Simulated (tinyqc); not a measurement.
From a target level to the width: type-II superlattice in the two-band Kane model. Five cases, with inputs chosen for the exercise.

Problem. Which width a puts the bottom of C1 at the energy below?

Motion along the axis, period d = a + b, c = hbar^2/2m0. Conduction and light-hole bands couple: (E - Ec)(E - Ev) = Ep c k^2 in each layer, with mass m(E) = (E - Ev)/Ep, which may be negative. The conduction envelope psi and psi'/m(E) are continuous; a layer carries them by [[cos kt, (m/k) sin kt], [-(k/m) sin kt, cos kt]] (cosh and sinh for k^2 < 0), and cos(q d) = tr(M_B M_A)/2. C1 is the first miniband above EvB, with its bottom at tr/2 = +1 and its top at -1; the gap is the bottom of C1 less the top heavy-hole level HH1.

Constants: hbar^2/2m0 = 3.80998211 eV angstrom^2.

Find: k in A; kappa in B; a.

Method. At q = 0 the state is even in both layers: (k/m_A) tan(k a/2) = (kappa/m_B) tanh(kappa b/2) with the masses at that energy; the first branch of the arctangent gives a.

Case 1.

Values chosen (near those of an InAs/GaSb superlattice; shifted at random, so the results belong to these values and not to a real crystal):
- b = 51 angstrom (layer B)
- EcA = 0 eV (conduction edge of A)
- EvA = -0.417 eV (valence edge of A)
- EcB = 0.933 eV (conduction edge of B)
- EvB = 0.109 eV (valence edge of B)
- EpA = 14.2 eV (coupling energy in A)
- EpB = 17.8 eV (coupling energy in B)

bottom of C1 = 0.217288 eV

Solution.

k in A = 0.05047 1/angstrom
kappa in B = 0.03381 1/angstrom
a = 51.0 angstrom

Case 2.

Values chosen (near those of an InAs/GaSb superlattice; shifted at random, so the results belong to these values and not to a real crystal):
- b = 46 angstrom (layer B)
- EcA = 0 eV (conduction edge of A)
- EvA = -0.424 eV (valence edge of A)
- EcB = 0.929 eV (conduction edge of B)
- EvB = 0.105 eV (valence edge of B)
- EpA = 14.4 eV (coupling energy in A)
- EpB = 17.7 eV (coupling energy in B)

bottom of C1 = 0.423719 eV

Solution.

k in A = 0.08091 1/angstrom
kappa in B = 0.04887 1/angstrom
a = 25.0 angstrom

Case 3.

Values chosen (near those of an InAs/GaSb superlattice; shifted at random, so the results belong to these values and not to a real crystal):
- b = 59 angstrom (layer B)
- EcA = 0 eV (conduction edge of A)
- EvA = -0.418 eV (valence edge of A)
- EcB = 0.943 eV (conduction edge of B)
- EvB = 0.146 eV (valence edge of B)
- EpA = 14.5 eV (coupling energy in A)
- EpB = 18 eV (coupling energy in B)

bottom of C1 = 0.319844 eV

Solution.

k in A = 0.06536 1/angstrom
kappa in B = 0.03974 1/angstrom
a = 37.0 angstrom

Case 4.

Values chosen (near those of an InAs/GaSb superlattice; shifted at random, so the results belong to these values and not to a real crystal):
- b = 25 angstrom (layer B)
- EcA = 0 eV (conduction edge of A)
- EvA = -0.421 eV (valence edge of A)
- EcB = 0.938 eV (conduction edge of B)
- EvB = 0.112 eV (valence edge of B)
- EpA = 14.4 eV (coupling energy in A)
- EpB = 18.3 eV (coupling energy in B)

bottom of C1 = 0.192275 eV

Solution.

k in A = 0.04636 1/angstrom
kappa in B = 0.02930 1/angstrom
a = 49.0 angstrom

Case 5.

Values chosen (near those of an InAs/GaSb superlattice; shifted at random, so the results belong to these values and not to a real crystal):
- b = 20 angstrom (layer B)
- EcA = 0 eV (conduction edge of A)
- EvA = -0.411 eV (valence edge of A)
- EcB = 0.957 eV (conduction edge of B)
- EvB = 0.157 eV (valence edge of B)
- EpA = 14.5 eV (coupling energy in A)
- EpB = 18.1 eV (coupling energy in B)

bottom of C1 = 0.323453 eV

Solution.

k in A = 0.06558 1/angstrom
kappa in B = 0.03911 1/angstrom
a = 27.0 angstrom

Computed by tinyqc, one run a case: `OMP_NUM_THREADS=1 python tinyqc.py N N+1 out.jsonl` with N = 1250019, 1250125, 1250180, 1250199, 1250208; one thread of a shared Intel(R) Xeon(R) Processor @ 2.30GHz, about 0.3 s a run at most.
